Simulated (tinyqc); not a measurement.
Bandgap voltage reference from two bipolar transistors: one step of the calculation.

Two transistors of area 1 and N carry the same current I. Is(T) = Is (T/T0)^eta exp[(Vg0 q/kB)(1/T0 - 1/T)], VBE1 = Vt ln(I/Is(T)) + I rb, VBE2 = Vt ln(I/(N Is(T))) + I rb/N. The amplifier forces I R1(T) = VBE1 - VBE2 + Vos, with R(T) = R (1 + tc (T - T0)) for both resistors, and the output is Vref = VBE1 + I R2(T). Base currents and the Early effect are neglected.

Problem. Resistor for zero slope at T0, ideal case. With tc = 0, Vos = 0 and rb = 0 the current is proportional to T, dVBE/dT = (VBE - Vg0 - (eta - 1) Vt)/T, and Vref has zero slope at T0 when Vref = Vg0 + (eta - 1) Vt0. Find VBE1, its slope, that Vref, R2/R1 and the curvature d2Vref/dT2 = -(eta - 1) kB/(q T0).

Values chosen for this exercise; values of the order met in silicon bipolar transistors:
- T0 = 298 K (reference temperature)
- Vg0 = 1.204 V (band-gap voltage extrapolated to 0 K)
- eta = 3.4 (temperature exponent of the saturation current)
- Is = 1e-18 A (saturation current of the unit transistor at T0)
- N = 24 (area ratio of the second transistor)
- R1 = 13 kohm (resistor across which the difference of VBE falls, at T0)

Constants: q = 1.602176634e-19 C, kB = 1.380649e-23 J/K. Results are converted to the units shown.

Find: VBE1; dVBE/dT; Vref; R2/R1; curvature.

Solution.

VBE1 = 0.7567 V
dVBE/dT = -1.708 mV/K
Vref = 1.266 V
R2/R1 = 6.236
curvature = -0.6940 uV/K^2

Computed by the program tinyqc: `OMP_NUM_THREADS=1 python tinyqc.py 2062168 2062169 out.jsonl`, one thread of a shared Intel Xeon 2.30GHz, about 0.02 s for the whole run.
